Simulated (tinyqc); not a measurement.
# Worked calculation: thin film between two gates, subbands and threshold shift from confinement

Computed by the program tinyqc: `OMP_NUM_THREADS=1 python tinyqc.py 2350136 2350137 out.jsonl`, one thread of a shared Intel Xeon 2.30GHz, about 0.09 s for the whole run. Printed values are rounded.

Undoped body with a flat potential across it, hard walls, transport along x. Three valley pairs (g = 2 each) with the longitudinal mass along x, y or z. Non-parabolicity enters the subband edges through E (1 + al E) = gamma, so E = 2 gamma/(1 + sqrt(1 + 4 al gamma)); motion within a subband is taken as parabolic with the band-edge mass. Energies are counted from the bulk band edge.

Inputs (values chosen for the exercise); masses close to those of silicon:
- T = 200 K (temperature)
- ml = 0.917 m0 (longitudinal mass)
- mt = 0.189 m0 (transverse mass)
- al = 0.5 1/eV (non-parabolicity)
- t = 8.1 nm (film thickness (along z))
- dl = 0.2 nm (widening of the box by penetration into the insulator)

Constants: q = 1.602176634e-19 C, kB = 1.380649e-23 J/K, hbar = 1.054571817e-34 J s, m0 = 9.1093837015e-31 kg, Vt = kB T/q, hbar^2/(2 m0) = 0.0380998212 eV nm^2. Results are converted to the units shown.

## Lowest subbands

gamma = C (pi k/(t + dl))^2/mz, C = hbar^2/(2 m0). List the 5 lowest, labelled by valley axis and quantum numbers, with degeneracy g and N_k: N_k = g sqrt(mx my) m0 kB T/(pi hbar^2).

E_k, subband z1 to z3 (eV): [0.005934858, 0.02353298, 0.02847508, 0.02847508, 0.05220932]
g, subband z1 to z3: [2, 2, 2, 2, 2]
N_k, subband z1 to z3 (cm^-2): [2.721397e12, 2.721397e12, 5.994399e12, 5.994399e12, 2.721397e12]

## Threshold shift

Each subband has N_k = g sqrt(mx my) m0 kB T/(pi hbar^2); without degeneracy n = exp(EF/Vt) sum N_k exp(-E_k/Vt). Classical value Nc times t, Nc = sum over valleys of 2 g (m m0 kB T/(2 pi hbar^2))^1.5 with m = (mx my mz)^(1/3). Threshold shift dVT = Vt ln(classical value/sum N_k exp(-E_k/Vt)). Use the subbands listed.

shares, subband z1 to z3 (%): [38.17297, 13.75001, 22.73636, 22.73636, 2.60430]
sum N_k exp(-E_k/Vt) = 5.052242e12 cm^-2
Nc = 1.483313e19 cm^-3
classical value = 1.201484e13 cm^-2
dVT = 14.93057 mV

With all subbands dVT = 14.81 mV. The lowest edge lies at 5.93 meV; dVT is larger than that, since sum N_k exp(-(E_k - E_1)/Vt) falls short of the classical value.
